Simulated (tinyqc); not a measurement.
## Single-photon avalanche diode, trigger probability and counting: effect of the width of the multiplication layer

A multiplication layer of width W with the uniform field V/W; alpha = an exp(-bn/E) for electrons, beta = ap exp(-bp/E) for holes (local model, no dead space). a = alpha W, b = beta W. Electrons enter at x = 0, holes at x = W. P0 is the probability that an electron entering at 0 starts a lasting avalanche, PW the same for a hole entering at W.

Breakdown: ln(a/b) = a - b with a not equal to b. Above it PW/(1 - PW) = [P0/(1 - P0)] exp(b - a) and b ln(1 - P0) = a ln(1 - PW); the mean over pairs made evenly in the layer is Pm = ln[(1 - PW)/(1 - P0)]/(a - b). The excess bias is 10 % of VB in every row.

Inputs (values chosen for the exercise); ionisation coefficients close to those of silicon: electron prefactor an = 7.04e5 1/cm; electron field bn = 1.21 MV/cm; hole prefactor ap = 1.54e6 1/cm; hole field bp = 1.98 MV/cm.

Effect of the width of the multiplication layer:
```
W (um)	VB (V)	E at VB (MV/cm)	beta/alpha at VB	P0	PW
0.15	8.6652	0.57768	0.57686	0.46825	0.33719
0.25	12.135	0.48539	0.44771	0.56485	0.34970
0.41	17.211	0.41978	0.34940	0.65256	0.35364
0.67	24.768	0.36968	0.27250	0.73090	0.35097
1.1	36.254	0.32958	0.21150	0.79905	0.34275
1.8	53.504	0.29724	0.16403	0.85486	0.33012
3	80.863	0.26954	0.12569	0.90037	0.31329
5	123.18	0.24637	0.096073	0.93434	0.29363
```

Read the table: what changes, and by how much?

As W grows, VB rises from 8.67 to 123 V, as W^(0.76) on average, the breakdown field falls from 0.578 to 0.246 MV/cm and beta/alpha falls from 0.577 to 0.0961. At equal relative excess P0 rises from 0.468 to 0.934 and PW goes from 0.337 through a maximum of 0.354 (at W = 0.41 um among the rows listed) to 0.294. For W = 0.15, 0.25 dead space and band-to-band tunnelling, left out here, matter.

Program tinyqc, `OMP_NUM_THREADS=1 python tinyqc.py 2630002 2630003 out.jsonl`; Intel Xeon 2.30GHz, shared host, one thread, about 0.01 s.
